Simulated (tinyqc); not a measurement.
Donor near an oxide interface in a gate field (two-state model): one step. Binding in the plane. Four cases, with inputs chosen for the exercise.

Question. Give D, D', the best L, both terms and E_rho.

Interface at z = 0 (hard wall), donor at z = d, field F pulling electrons to the interface: potential e F z; 1 kV/cm = 1e-5 eV/angstrom, c = hbar^2/2m0, q = e^2/(4 pi eps0), Q = (eps - eo)/(eps + eo). Donor state: E_D = e F d - ED - q Q/(4 eps d), the last term joining the images of ion and electron. Interface state: z exp(-b z/2) exp(-rho^2/(2 L^2)) with E_z = c b^2/(4 mz) + 3 e F/b + q Q b/(8 eps), minimised over b; in the plane at z = 3/b the ion (distance D = d - 3/b) and its image (D' = d + 3/b) give E_rho = c/(mt L^2) - (q/eps)(sqrt(pi)/L)[erfcx(D/L) + Q erfcx(D'/L)], erfcx(x) = exp(x^2) erfc(x), minimised over L. E_I = E_z + E_rho.

Constants: hbar^2/2m0 = 3.80998211 eV angstrom^2; e^2/(4 pi eps0) = 14.39964547 eV angstrom.

Case 1.

Values chosen (out of a larger set: near those of a donor in Si below Si3N4, static dielectric constants; not measured data):
- d = 140 angstrom (depth of the donor)
- mt = 0.187 m0 (mass in the plane)
- eps = 11.2 (dielectric constant of the semiconductor)

Q = 0.197861
<z> = 34.857 angstrom

Case 2.

Values chosen (out of a larger set: near those of a donor in Si below HfO2, static dielectric constants; not measured data):
- d = 110 angstrom (depth of the donor)
- mt = 0.186 m0 (mass in the plane)
- eps = 11.4 (dielectric constant of the semiconductor)

Q = -0.317365
<z> = 30.711 angstrom

Case 3.

Values chosen (out of a larger set: near those of a donor in Si below SiO2, static dielectric constants; not measured data):
- d = 60 angstrom (depth of the donor)
- mt = 0.192 m0 (mass in the plane)
- eps = 11.5 (dielectric constant of the semiconductor)

Q = 0.493506
<z> = 25.768 angstrom

Case 4.

Values chosen (out of a larger set: near those of a donor in Si below HfO2, static dielectric constants; not measured data):
- d = 140 angstrom (depth of the donor)
- mt = 0.189 m0 (mass in the plane)
- eps = 11.6 (dielectric constant of the semiconductor)

Q = -0.309524
<z> = 32.266 angstrom

Give: D, D'; L; kinetic and Coulomb terms; E_rho.

Answer.

Case 1.

D, D' (angstrom): 105.1  174.9

L = 106.0 angstrom

kinetic and Coulomb terms (meV): 1.81  -10.51

E_rho = -8.70 meV

The bottom of the well lies at -13.7 meV, so the level is 36 % of the way up; L/D = 1.01. Above the critical field the ionised donor would thus still hold its electron as a dot at the interface.

Case 2.

D, D' (angstrom): 79.3  140.7

L = 98.9 angstrom

kinetic and Coulomb terms (meV): 2.09  -8.65

E_rho = -6.56 meV

The bottom of the well lies at -13.1 meV, so the level is 50 % of the way up; L/D = 1.25. Above the critical field the ionised donor would thus still hold its electron as a dot at the interface.

Case 3.

D, D' (angstrom): 34.2  85.8

L = 55.2 angstrom

kinetic and Coulomb terms (meV): 6.52  -28.69

E_rho = -22.17 meV

The bottom of the well lies at -43.8 meV, so the level is 49 % of the way up; L/D = 1.61. Above the critical field the ionised donor would thus still hold its electron as a dot at the interface.

Case 4.

D, D' (angstrom): 107.7  172.3

L = 119.1 angstrom

kinetic and Coulomb terms (meV): 1.42  -6.52

E_rho = -5.10 meV

The bottom of the well lies at -9.3 meV, so the level is 45 % of the way up; L/D = 1.11. Above the critical field the ionised donor would thus still hold its electron as a dot at the interface.

Computed by tinyqc, one run a case: `OMP_NUM_THREADS=1 python tinyqc.py N N+1 out.jsonl` with N = 1250955, 1251089, 1251163, 1251273; one thread of a shared Intel(R) Xeon(R) Processor @ 2.30GHz, about 0.1 s a run at most.
